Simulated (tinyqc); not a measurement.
From one set of inputs to another, one input at a time: space-charge-limited current through a thin insulating or semi-insulating film with traps. Computed by tinyqc, a small Python program. Command: `OMP_NUM_THREADS=1 python tinyqc.py 3018439 3018440 out.jsonl sclc ladder`. One thread of a shared host (Intel(R) Xeon(R) Processor @ 2.30GHz), about 0.01 s of CPU time with the checks.

One ohmic injecting contact at x = 0 (field zero), drift only, non-degenerate free carriers.

The inputs printed are set A. Set A is modelled on HfO2; the values taken over come from a set modelled on semi-insulating GaAs. Inputs not listed in the table keep their values of set A, so the rows need not describe a real material.

Inputs (values chosen for the exercise, modelled on HfO2): permittivity eps = 22; band mobility mu = 0.064 cm^2/(V s); effective density of states N_c = 1e+20 1/cm^3; trap density N_t = 1.7e+17 1/cm^3; equilibrium Fermi level below the band edge, E_0 = 0.74 eV; thickness d = 640 nm; free density at the anode, in units of N_c = 3.2e-05; temperature T = 350 K; characteristic temperature T_c = 700 K.

Traps: exponential tail.

Constants: k_B = 8.617333262e-05 eV/K; e = 1.602176634e-19 C; eps_0 = 8.8541878128e-12 F/m.

Method:
- Free density n_0 = N_c exp(-E_0/k_B T) in equilibrium; trapped density n_t(n) = N_t (n/N_c)^(T/T_c) (the low-temperature form).
- theta = n/(n + n_t) at the anode density; trap-filled-limit voltage V_TFL = e (N_t - n_t(n_0)) d^2/(2 eps eps_0).
- J = e mu n F and (eps eps_0/e) dF/dx = n - n_0 + n_t(n) - n_t(n_0) = rho(n). With F = J/(e mu n): d = (eps eps_0 J/(e^2 mu)) I_1 and V = (eps eps_0 J^2/(e^3 mu^2)) I_2, I_k = int_(n_L)^infinity dn/(n^(k+1) rho(n)), n_L the density at the anode; with u = n_L/n, 200 Gauss-Legendre points in t, u = 1 - (1 - t)^2.
- Anode field J/(e mu n_L); Mott-Gurney current (9/8) eps eps_0 mu V^2/d^3; ohmic current e n_0 mu V/d.

Each row keeps all changes above it:
```
input moved                                    from       to  current density J (A/cm^2)  voltage V (V)  V_TFL (V)
set A                                             -        -                   1.369e+00          1.754      28.64
permittivity eps                                 22     12.9                   2.334e+00          2.992      48.84
temperature T (K)                               350      300                   2.791e+00          3.526      48.84
band mobility mu (cm^2/(V s))                 0.064     3200                   1.395e+05          3.526      48.84
trap density N_t (1/cm^3)                   1.7e+17  3.5e+15                   9.521e+04          2.474       1.01
characteristic temperature T_c (K)              700      500                   9.444e+04          2.456       1.01
thickness d (nm)                                640     1200                   1.771e+05          8.633       3.53
free density at the anode, in units of N_c  3.2e-05  2.1e-07                   7.716e+00          0.057       3.53
```

Current density J goes from 1.37 to 7.72, a factor 5.64 in all. The largest single move comes from band mobility mu (a factor 50000), and free density at the anode, in units of N_c works against it (a factor 4.36e-5). Voltage V goes from 1.75 to 0.0573, a factor 0.0327 in all. The largest single move comes from free density at the anode, in units of N_c (a factor 0.00664), and thickness d works against it (a factor 3.52). V_TFL goes from 28.6 to 3.53, a factor 0.123 in all. The largest single move comes from trap density N_t (a factor 0.0206), and thickness d works against it (a factor 3.52). The single moves hold for this order of the switches; the total does not depend on the order.

Caution (rows band mobility mu, trap density N_t, characteristic temperature T_c, thickness d): J V exceeds 1e5 W/cm^2, where self-heating, left out here, would matter. Caution (rows band mobility mu, trap density N_t, characteristic temperature T_c, thickness d): mu V/d exceeds 1e7 cm/s, so velocity saturation would limit the current. Caution (rows free density at the anode, in units of N_c): V is below 10 k_B T/e, where diffusion from the contact, left out here, dominates.

Extremes, crossings and ranges named in words are read from the listed rows.
